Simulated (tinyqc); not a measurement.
Solubility, supersaturation, precipitation and gettering of an impurity in a silicon-like host. Inputs raised by 5 %, one at a time. Computed by tinyqc, a small Python program. Command: `OMP_NUM_THREADS=1 python tinyqc.py 3020751 3020752 out.jsonl ripen sens`. One thread of a shared host (Intel(R) Xeon(R) Processor @ 2.30GHz), about 0.01 s of CPU time with the checks.

The wafer was saturated at T1 and is then held at T.

Inputs (values chosen for the exercise, modelled on nickel in silicon):
```
quantity,value,unit
site density N0,5e+22,1/cm^3
enthalpy of solution H,1.69,eV
entropy of solution S,2.9,k_B
diffusion prefactor D0,0.0024,cm^2/s
migration energy Q,0.474,eV
temperature of saturation T1,1375,K
anneal temperature T,1167,K
sink density n,8.6e+07,1/cm^3
initial sink radius r0,25,nm
impurity density in the precipitate C_p,2.6e+22,1/cm^3
interface energy gamma,0.3,J/m^2
anneal time t,9.5,s
wafer thickness w,400,micrometre
segregation energy E_g,0.62,eV
segregation prefactor k_0,0.0071,-
getter layer thickness t_g,0.43,micrometre
```

Gettering: segregation gettering in a layer.

Constants: k_B = 8.617333262e-05 eV/K; k_B = 1.380649e-23 J/K.

Method:
- C_eq(T) = N0 exp(S/k_B - H/(k_B T)); D(T) = D0 exp(-Q/(k_B T)); C0 = C_eq(T1). Supersaturation s = C0/C_eq(T); critical radius r* = 2 gamma/(C_p k_B T ln s); barrier W* = (4 pi/3) gamma r*^2. Strain energy is left out.
- tau0 = 1/(4 pi n r0 D); C_fixed(t) = C_eq + (C0 - C_eq) exp(-t/tau0). If all excess precipitates, the final radius is r_f = [r0^3 + 3 (C0 - C_eq)/(4 pi n C_p)]^(1/3), with tau_f = 1/(4 pi n r_f D).
- Growing sinks: with y = r/r_f and y0 = r0/r_f, dy/dt = (1 - y^3)/(3 tau_f y), which integrates to t/tau_f = F(y) - F(y0), F(y) = (1/2) ln[(1 + y + y^2)/(1 - y)^2] - sqrt(3) arctan[(2y + 1)/sqrt(3)]; the share of the excess left is (1 - y^3)/(1 - y0^3), and C(t) = C_eq + (C0 - C_eq) x share.
- k = k_0 exp(E_g/(k_B T)); in equilibrium the bulk keeps C/C0 = 1/(1 + k t_g/w). For a strong sink on one face the slowest diffusion mode has tau_w = 4 w^2/(pi^2 D), and C/C0 is estimated as c_eq + (1 - c_eq)(8/pi^2) sum over odd m up to 99 of exp(-m^2 t/tau_w)/m^2. Precipitation is left out here.

Runs:
```
input moved,from,to,tau_f (s),final radius r_f (nm),C(t) with growing sinks (1/cm^3),mean C/C0 at t
base run,-,-,1.1153,385.19,4.5935e+16,0.99854
enthalpy of solution H (eV),1.69,1.7745,1.4097,304.75,2.0381e+16,0.99854
entropy of solution S (k_B),2.9,3.045,1.0627,404.26,5.3014e+16,0.99854
migration energy Q (eV),0.474,0.4977,1.4117,385.19,4.7045e+16,0.99870
anneal temperature T (K),1167,1225.35,0.9246,371.25,1.0179e+17,0.99878
sink density n (1/cm^3),86000000,90300000,1.0796,378.98,4.5880e+16,0.99854
initial sink radius r0 (nm),25,26.25,1.1153,385.20,4.5935e+16,0.99854
anneal time t (s),9.5,9.975,1.1153,385.19,4.5858e+16,0.99850
```

Exponents ln(y'/y) / ln(x'/x):
```
input,tau_f,final radius r_f,C(t) with growing sinks,mean C/C0 at t
enthalpy of solution H,4.801,-4.801,-16.656,0.000
entropy of solution S,-0.990,0.990,2.938,0.000
migration energy Q,4.830,0.000,0.489,0.003
anneal temperature T,-3.845,-0.756,16.309,0.005
sink density n,-0.667,-0.333,-0.024,0.000
initial sink radius r0,0.000,0.000,0.000,0.000
anneal time t,0.000,0.000,-0.035,-0.001
```

To which inputs is each result most sensitive?

Among the inputs moved here: tau_f answers most in size to migration energy Q (exponent +4.830), and about equally to enthalpy of solution H (+4.801); its exponent is below 0.0005 for initial sink radius r0, anneal time t. Its exponent -0.667 in sink density n: n r_f goes as n^(2/3). Final radius r_f answers most in size to enthalpy of solution H (exponent -4.801), next to entropy of solution S (+0.990); its exponent is below 0.0005 for migration energy Q, initial sink radius r0, anneal time t. Its exponent -0.333 in sink density n: a fixed amount shared among n sinks. C(t) with growing sinks answers most in size to enthalpy of solution H (exponent -16.656), next to anneal temperature T (+16.309); its exponent is below 0.0005 for initial sink radius r0. Mean C/C0 at t answers most in size to anneal temperature T (exponent +0.005); its exponent is below 0.0005 for enthalpy of solution H, entropy of solution S, sink density n, initial sink radius r0.

Caution (rows base run, enthalpy of solution H, entropy of solution S, migration energy Q, sink density n, initial sink radius r0, anneal time t): the barrier to homogeneous nucleation is below 35 k_B T for these inputs, so new precipitates would form and outnumber the fixed sinks assumed here.
